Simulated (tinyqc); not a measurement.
## Scale length and length offset from two DIBL values

Question. DIBL = exp(-Le/(2 l)) + 2 exp(-Le/l) with Le = L - dL. Find l, dL and the drawn length for a DIBL of 100 mV/V.

DIBL at drawn lengths 29 and 50 nm (mV/V): 70.515058  7.7911264

Solution. With e = exp(-Le/(2 l)), 2 e^2 + e = DIBL gives e and so Le/l at each length; Le/l is a straight line in L with slope 1/l.

l = 5.000 nm
dL = 1.300 nm
length for 100 mV/V = 25.90 nm

tinyqc, about 0.01 s, one thread, Intel Xeon 2.30GHz (shared host): `OMP_NUM_THREADS=1 python tinyqc.py 2002008 2002009 out.jsonl`
